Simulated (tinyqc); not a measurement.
What moves the exposure: standing waves and exposure in a photoresist film.

Normal incidence from air. Unexposed resist: N1 = n1 + i k1 with k1 = (A + B) lam/(4 pi), lam in micrometres. r01 = (1 - N1)/(1 + N1), t01 = 2/(1 + N1). Below the resist lie the layer Na = na + i ka and the substrate Ns = ns + i ks: r12 = (r1a + ras x)/(1 + r1a ras x), x = exp(4 pi i Na da/lam), r1a = (N1 - Na)/(N1 + Na), ras = (Na - Ns)/(Na + Ns). With p = exp(2 pi i N1 d/lam), the field at depth z is E(z) = t01 [exp(2 pi i N1 z/lam) + r12 p^2 exp(-2 pi i N1 z/lam)]/(1 + r01 r12 p^2), the relative intensity I(z) = n1 |E(z)|^2 and the reflectance R = |(r01 + r12 p^2)/(1 + r01 r12 p^2)|^2.

Values chosen for the exercise (a resist on Si, indices near tabulated ones; shifted at random, so the results belong to these values and not to a real crystal):
- lam = 365 nm (vacuum wavelength)
- n1 = 1.712 (resist index)
- A = 0.7 1/micrometre (bleachable absorption (Dill A))
- B = 0.07 1/micrometre (fixed absorption (Dill B))
- d = 615 nm (resist thickness)
- ns = 6.411 (substrate n)
- ks = 2.651 (substrate k)
- na = 1.73 (n of the bottom antireflection layer)
- ka = 0.286 (its k)
- da = 29 nm (its thickness)

The mean of I is over 800 depths.

Results for these values:
```
case  |r12|^2       R  mean I  I at the bottom
base   0.2966  0.3008  0.7576           0.7580
```

What happens to each result for ka = 0.372, all else kept?

Answer: |r12|^2 falls from 0.2966 to 0.2804; R falls from 0.3008 to 0.2940; mean I falls from 0.7576 to 0.7533; I at the bottom falls from 0.7580 to 0.7256.

The same for each parameter in turn:
```
case                   |r12|^2       R  mean I  I at the bottom
base                    0.2966  0.3008  0.7576           0.7580
d = 625 nm              0.2966  0.2622  0.7904           0.7958
n1 = 1.729              0.2975  0.2859  0.7719           0.7837
B = 0.27 1/micrometre   0.2943  0.2669  0.7155           0.6818
ks = 2.386              0.2908  0.2984  0.7561           0.7462
da = 39 nm              0.2188  0.2315  0.7645           0.9775
ka = 0.372              0.2804  0.2940  0.7533           0.7256
```

Run: tinyqc, `OMP_NUM_THREADS=1 python tinyqc.py 1650601 1650602 out.jsonl`; Intel(R) Xeon(R) Processor @ 2.30GHz, one thread, shared host; about 0.01 s of CPU time with all checks.
